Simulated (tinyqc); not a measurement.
From island density N on a flat surface back to diffusion barrier E_d: epitaxial growth on a vicinal surface: Burton-Cabrera-Frank step flow, step-edge barrier and island nucleation. Computed by tinyqc, a small Python program. Command: `OMP_NUM_THREADS=1 python tinyqc.py 3008165 3008166 out.jsonl stepflow inv`. One thread of a shared host (Intel(R) Xeon(R) Processor @ 2.30GHz), about 0.04 s of CPU time with the checks.

Adatoms land at rate F, hop on a square grid (a simplification for hexagonal faces), desorb, or join steps. Lengths are in units of a and n is the adatom coverage. Steps ascend at x = 0 and descend at x = l.

Inputs (values chosen for the exercise, close to those used for Si(001)):
```
quantity                     value      unit
site spacing a                3.84  angstrom
step height h                 1.36  angstrom
desorption energy E_a         3.03        eV
adatom formation energy E_f   1.41        eV
step-edge barrier E_s            0        eV
attempt frequency nu            10       THz
deposition rate F             0.35  layers/s
miscut angle                     2   degrees
temperature T                  920         C
critical nucleus size i          1         -
```

Constants: k_B = 8.617333262e-05 eV/K.

Method:
- D = nu exp(-E_d/(k_B T)) (a^2/s, nu counted per direction); tau = exp(E_a/(k_B T))/nu; x_s = sqrt(D tau); n_eq = exp(-E_f/(k_B T)); terrace width l = h/(a tan(miscut)); Schwoebel length l_s = exp(E_s/(k_B T)) - 1.
- Temperatures in kelvin are T(C) + 273.15.
- D n'' - n/tau + F = 0 with n(0) = n_eq and -l_s n'(l) = n(l) - n_eq. With u = n - F tau, A = n_eq - F tau, y = l/x_s, s = l_s/x_s: u = A cosh(x/x_s) + B sinh(x/x_s), B = A (1 - cosh y - s sinh y)/(sinh y + s cosh y). Flux into the ascending step J+ = D B/x_s, over the descending one J- = -(D/x_s)(A sinh y + B cosh y); step velocity J+ + J-; growth rate (J+ + J-)/l. For small y: J+ + J- = (F - n_eq/tau) l, J-/J+ = l/(l + 2 l_s).
- The coverage peaks where n' = 0, tanh(x/x_s) = -B/A.
- Island density on a flat surface without desorption: N = 0.25 (F/D)^(i/(i+2)) exp(E_i/((i+2) k_B T)) per site, with E_i = 0 for i = 1; spacing l_n = N^(-1/2). Step flow needs an effective width l_eff = 2 x(peak) below l_n.

Problem. A run gave the result below. Find the diffusion barrier E_d, known to lie between 0.39 and 1.3 eV.

island density N on a flat surface = 7.38761e-05 per site

Solution.

Each step takes the trial c = (a f_b - b f_a)/(f_b - f_a), f being the result less the target and a, b, c the logarithms of the listed values; c replaces end b, the old b replaces a if the sign of f changed, and otherwise f_a is halved.

Scan of the range:
```
diffusion barrier E_d (eV)  island density N on a flat surface (per site)
0.390                                                         2.89561e-05
0.477                                                         3.83914e-05
0.583                                                         5.41351e-05
0.712                                                         8.22447e-05
0.870                                                         1.37268e-04
1.060                                                         2.54146e-04
1.300                                                         5.53347e-04
```

False position (Illinois rule, in the logarithm of the input) inside the bracket:
```
step     end a     end b     trial  island density N on a flat surface (per site)
1     0.583000  0.712000  0.670865                                    7.19765e-05
2     0.712000  0.670865  0.678291                                    7.37305e-05
3     0.712000  0.678291  0.679399                                    7.39956e-05
4     0.678291  0.679399  0.678899                                    7.38759e-05
5     0.679399  0.678899  0.678900                                    7.38761e-05
6     0.679399  0.678900  0.678900                                    7.38761e-05
7     0.678900  0.678900  0.678900                                    7.38761e-05
```

Island density N on a flat surface rises at every point of a 13-point scan of the range (every second point is shown), so one value fits; it is bracketed by 0.583 and 0.712. Answer: diffusion barrier E_d = 0.6789 eV.

Caution: the prefactor 0.25 and the criterion are estimates, good to a factor of about two in length.
